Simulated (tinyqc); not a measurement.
Thin-film optics by transfer matrices, step by step. Values are carried at full precision from step to step, so a last printed digit may differ when a step is redone from the rounded ones.

Indices N = n + i k. Snell: N0 sin(theta) = N_j sin(theta_j), with Im(N_j cos theta_j) >= 0. Admittance y_j = N_j cos theta_j for s and N_j/cos theta_j for p. Phase delta_j = 2 pi N_j cos theta_j d_j/lambda. Layer matrix [[cos delta, -i sin delta/y], [-i y sin delta, cos delta]], multiplied from the top down to M. (B, C) = M (1, y_sub); r = (y0 B - C)/(y0 B + C), R = |r|^2, T = 4 Re y0 Re y_sub/|y0 B + C|^2, absorbed in the films 1 - R - T.

Inputs chosen for the exercise (indices near those of resist on Si; the results hold for these values, not for the real material):
- lam = 633 nm (vacuum wavelength)
- n0 = 1 (ambient index)
- n = (1.612, 3.832) (n of resist, substrate)
- k = (0, 0.02) (k in the same order)
- d = (475) nm (thicknesses, top first)
- theta = 30 degrees (angle of incidence)
- pol = s (polarisation)

## Angles, admittances and phases

Form cos theta_j, y_j and delta_j.

cos theta_j: ambient 0.8660, film 1 0.9507, substrate 0.9915+0.0001i

y_j: ambient 0.8660, film 1 1.5325, substrate 3.7992+0.0202i

delta_j (rad): film 1 7.2255

## Layer matrices and their product

Form each matrix and multiply from the top down.

M:
```
          1         2
1    0.5879  -0.5279i
2  -1.2397i    0.5879
```

Each matrix has determinant 1, and so has M.

## Reflection and transmission

Close the stack on the substrate.

B, C: 0.5985-2.0054i  2.2336-1.2278i

r = -0.1963-0.3964i
R = 0.1956
T into the substrate = 0.8044
absorbed in the films = 0.0000

The bare substrate would reflect 0.3953.

## Ellipsometric angles

Ellipsometry: rho = tan(Psi) exp(i Delta) = -conj(r_p/r_s) with the r of the admittance formula, Delta in 0 to 360 degrees, so that a bare dielectric at small angles gives Delta = 180.

Repeat the steps for both polarisations.

r_s = -0.1963-0.3964i
r_p = -0.0957-0.3723i
Psi = 41.00 degrees
Delta = 168.06 degrees

## Checks

- R against the recursion of Airy sums from the substrate up: both 0.19564.

(tinyqc, `OMP_NUM_THREADS=1 python tinyqc.py 1652666 1652667 out.jsonl`, Intel(R) Xeon(R) Processor @ 2.30GHz, 1 thread, shared host, about 0.03 s.)
